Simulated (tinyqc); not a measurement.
# Donor binding, ionisation and the Mott limit: Freeze-out

Hydrogenic donor: Ry = (m0 q^3/(8 eps0^2 h^2)) me/eps_r^2 in eV, E0 = cc Ry, radius a = q/(8 pi eps0 eps_r E0), Mott density Nm = (0.26/a)^3. Below Nm the level sinks as Ed = E0 [1 - (N/Nm)^(1/3)]. Neutrality: Nc F12(eta) = N/(1 + 2 exp(eta + Ed/kB T)), F12(x) = (2/sqrt(pi)) int_0^infinity sqrt(u)/(1 + exp(u - x)) du.

Nc is given at 77 K and scales as T^1.5.

Values chosen for this exercise; band and dielectric values close to those of silicon: relative permittivity eps_r = 11.6; mass in the hydrogenic formula, set independently of Nc me = 0.26 m0; conduction-band density of states at 77 K Nc = 3.68e18 cm^-3; ratio of the true binding energy to the hydrogenic one cc = 1.6; donor density N = 1.9e16 cm^-3.

Constants: q = 1.602176634e-19 C, kB = 1.380649e-23 J/K, eps0 = 8.8541878128e-12 F/m, h = 6.62607015e-34 J s, m0 = 9.1093837015e-31 kg, Vt = kB T/q. Results are converted to the units shown.

Result of one run:

| T (K) | eta | n (cm^-3) | ionised (%) | ln(n/T^0.75) |
|---|---|---|---|---|
| 80 | -5.9682 | 9.9632e15 | 52.438 | 33.551 |

What becomes of these results when the temperature T is changed from 80 to 110 K, all else the same?

Result of the changed run:

| T (K) | eta | n (cm^-3) | ionised (%) | ln(n/T^0.75) |
|---|---|---|---|---|
| 110 | -5.9952 | 1.5636e16 | 82.297 | 33.763 |

The whole series:

| T (K) | eta | n (cm^-3) | ionised (%) | ln(n/T^0.75) |
|---|---|---|---|---|
| 30 | -9.1784 | 9.2392e13 | 0.48627 | 29.606 |
| 45 | -7.2119 | 1.2127e15 | 6.3825 | 31.877 |
| 60 | -6.3729 | 4.3189e15 | 22.731 | 32.931 |
| 80 | -5.9682 | 9.9632e15 | 52.438 | 33.551 |
| 110 | -5.9952 | 1.5636e16 | 82.297 | 33.763 |
| 150 | -6.3212 | 1.7977e16 | 94.618 | 33.670 |
| 220 | -6.8544 | 1.8740e16 | 98.633 | 33.424 |
| 300 | -7.3113 | 1.8900e16 | 99.471 | 33.200 |
| 400 | -7.7400 | 1.8954e16 | 99.756 | 32.987 |

The ionised share rises from 0.486 to 99.8 %. Between the first two rows ln(n/T^0.75) has the slope -17.6 meV against q/kB T; deep freeze-out without compensation gives -Ed/2 = -17.8 meV.

Range of the model: A sharp level with degeneracy 2 overstates freeze-out near Nm, where the impurity band broadens and merges with the conduction band.

Program tinyqc, `OMP_NUM_THREADS=1 python tinyqc.py 2330119 2330120 out.jsonl`; Intel Xeon 2.30GHz, shared host, one thread, about 0.02 s.
